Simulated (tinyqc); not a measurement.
# p-n diode with diffusion and depletion-layer recombination: effect of the temperature

Abrupt junction in the depletion approximation, low injection, full ionisation, neutral widths fixed, ohmic contact on the p side. Vj is the junction voltage; where a series resistance Rs is given, V = Vj + J Rs is the terminal voltage.

Nc and Nv are given at 300 K and scale as (T/300 K)^1.5; Eg, mobilities and lifetimes are held fixed. ni = sqrt(Nc Nv) exp(-Eg/(2 Vt)), Eg in volts; D = mu Vt; Ln = sqrt(Dn tn), Lp = sqrt(Dp tp); J0n = q ni^2 Dn coth(wp/Ln)/(Ln Na); J0p = (q ni^2 Dp/(Lp Nd)) (s + tanh(wn/Lp))/(1 + s tanh(wn/Lp)), s = Sp Lp/Dp. J_diff = (J0n + J0p)(exp(Vj/Vt) - 1). Vbi = Vt ln(Na Nd/ni^2), W = sqrt(2 eps0 eps_r (Vbi - Vj)(1/Na + 1/Nd)/q), xp = W Nd/(Na + Nd), xn = W Na/(Na + Nd); u(x) = q Na (x + xp)^2/(2 eps0 eps_r) for x < 0 and Vbi - Vj - q Nd (xn - x)^2/(2 eps0 eps_r) for x > 0; p = Na exp(-u/Vt), n = Nd exp((u - Vbi + Vj)/Vt); U = ni^2 (exp(Vj/Vt) - 1)/(tp (n + ni exp(Et/Vt)) + tn (p + ni exp(-Et/Vt))); J_scr = q times the integral of U from -xp to xn. J = J_diff + J_scr.

Inputs (values chosen for the exercise); band and dielectric values those of a made-up semiconductor:
```
symbol    value        unit                                                         meaning
Eg         1.04          eV                                                        band gap
eps_r      14.2                                                       relative permittivity
Nc      3.36e19       cm^-3  conduction-band density of states at the reference temperature
Nv         3e19       cm^-3     valence-band density of states at the reference temperature
Na       1.9e16       cm^-3                                                acceptor density
Nd       6.5e16       cm^-3                                                   donor density
mun         990  cm^2/(V s)                                 electron mobility in the p side
mup         340  cm^2/(V s)                                     hole mobility in the n side
tn         1e-5           s                                               electron lifetime
tp         1e-9           s                                                   hole lifetime
wp         0.52          um                                     neutral width of the p side
wn           24          um                                     neutral width of the n side
Sp          1e7        cm/s                         recombination velocity at the n contact
Et            0          eV                            trap level above the intrinsic level
Vj         0.27           V            junction voltage at which recombination is evaluated
```

Constants: q = 1.602176634e-19 C, kB = 1.380649e-23 J/K, Vt = kB T/q, eps0 = 8.8541878128e-14 F/cm where lengths are in cm. Results are converted to the units shown.

Effect of the temperature:

| T (K) | J0n (A/cm^2) | J0p (A/cm^2) | J_diff (A/cm^2) | J_scr (A/cm^2) | J_scr/J (%) | wn/Lp |
|---|---|---|---|---|---|---|
| 220 | 1.813e-15 | 1.179e-16 | 2.957e-9 | 3.478e-8 | 92.16 | 29.89 |
| 260 | 1.636e-11 | 9.786e-13 | 2.969e-6 | 1.192e-6 | 28.65 | 27.50 |
| 300 | 1.414e-8 | 7.871e-10 | 5.124e-4 | 1.738e-5 | 3.280 | 25.60 |
| 340 | 2.650e-6 | 1.386e-7 | 0.02802 | 1.502e-4 | 0.5331 | 24.05 |
| 380 | 1.734e-4 | 8.580e-6 | 0.6932 | 6.956e-4 | 0.1002 | 22.75 |
| 420 | 0.005329 | 2.508e-4 | 9.687 | 0.001514 | 0.01563 | 21.64 |

As T goes from 220 to 420, J0p rises from 1.18e-16 to 2.51e-4 A/cm^2, J_scr rises from 3.48e-8 to 0.00151 A/cm^2 and its share falls from 92.2 to 0.0156 %. Activation energies -d ln J/d(1/kB T) over the table: 0.872 eV for J_diff (compare Eg - Vj = 0.770 eV, raised by the power-law prefactors) and 0.425 eV for J_scr.

Computed by the program tinyqc: `OMP_NUM_THREADS=1 python tinyqc.py 2260026 2260027 out.jsonl`, one thread of a shared Intel Xeon 2.30GHz, about 0.01 s for the whole run.
